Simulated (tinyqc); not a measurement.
## Ferroelectric hysteresis, discrete Preisach model: First-order reversal: partial erase after a full write

25 bistable elements (j, k) switch to +1 when V reaches u_j and to -1 when V falls to -u_k, and keep their state between. P = Ps sum w_jk s_jk. All elements start at -1. No time dependence and no dielectric part.

w_jk is proportional to exp[-(a_j^2 + a_k^2 - 2 cr a_j a_k)/(2 (1 - cr^2))], a_j = (u_j - Vc)/sg, and the weights sum to one. Sequence: +5 V, then -Vr (state P1), then +Vr (state P2), then -Vr again (P3).

Inputs (values chosen for the exercise): saturation polarisation Ps = 38 uC/cm^2; mean coercive voltage Vc = 3 V; spread of the switching voltages sg = 0.71 V; list of the u_j up = [0.5, 1.5, 2.5, 3.5, 4.5] V; correlation of up and down voltages cr = 0.8.

First-order reversal: partial erase after a full write:
```
Vr (V)	P1 (uC/cm^2)	P2 (uC/cm^2)	P3 (uC/cm^2)
0	38.00	38.00	38.00
1	37.92	37.96	37.92
2	33.57	36.92	33.57
3	-0.06	34.76	-0.06
4	-33.69	36.92	-33.69
5	-38.00	38.00	-38.00
```

Read the table: what changes, and by how much?

P1 falls from 38.0 to -38.0 uC/cm^2; the largest single drop, 33.6 uC/cm^2, comes between Vr = 2 and 3 V. P3 equals P1 in every row: a minor loop closes on itself (return-point memory). The height P2 - P1 of the minor loop goes from 0.0394 uC/cm^2 at Vr = 1 V to 76.0 at full amplitude.

Computed by the program tinyqc: `OMP_NUM_THREADS=1 python tinyqc.py 2860047 2860048 out.jsonl`, one thread of a shared Intel Xeon 2.30GHz, about 0.01 s for the whole run.
